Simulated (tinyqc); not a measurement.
# Circular transfer-length structure, step by step

Computed by the program tinyqc: `OMP_NUM_THREADS=1 python tinyqc.py 2760065 2760066 out.jsonl`, one thread of a shared Intel Xeon 2.30GHz, about 0.01 s for the whole run. Printed values are rounded.

A disc contact of radius r0 and a very wide ring contact from r1 = r0 + sp outwards lie on a thin layer; the metal has no resistance and the sheet resistance under the contacts equals Rsh.

Values chosen for this exercise:
```
symbol   value      unit                                      meaning
Rsh       1700    ohm/sq  sheet resistance of the semiconductor layer
rc      4.6e-9  ohm cm^2                 specific contact resistivity
r0        0.43        um                  radius of the inner contact
sp        0.33        um                     gap between the contacts
```

Range of the model: Lt is below 20 nm, near the thickness of a real layer, where current spreads in depth and the line model fails.

## The three parts of the resistance

Transfer length Lt = sqrt(rc/Rsh). R = (Rsh/2 pi) [(Lt/r0) I0(r0/Lt)/I1(r0/Lt) + ln(r1/r0) + (Lt/r1) K0(r1/Lt)/K1(r1/Lt)] with modified Bessel functions; for r0 >> Lt both ratios tend to 1.

Lt = 0.0164496 um
I0/I1 = 1.01970
K0/K1 = 0.989350
inner contact = 10.5542 ohm
gap = 154.095 ohm
outer contact = 5.79375 ohm
R = 170.443 ohm

The contacts make up 9.59 % of R.

## The large-radius form

Transfer length Lt = sqrt(rc/Rsh). R = (Rsh/2 pi) [(Lt/r0) I0(r0/Lt)/I1(r0/Lt) + ln(r1/r0) + (Lt/r1) K0(r1/Lt)/K1(r1/Lt)] with modified Bessel functions; for r0 >> Lt both ratios tend to 1. Large radius: R = (Rsh/2 pi) [Lt (1/r0 + 1/r1) + ln(r1/r0)], and linearised for sp << r0: Rsh (sp + 2 Lt)/(2 pi r0).

large-radius R = 170.301 ohm
linearised R = 228.342 ohm

Against the Bessel form the first is 0.083 % below it and the second 34 % above it.
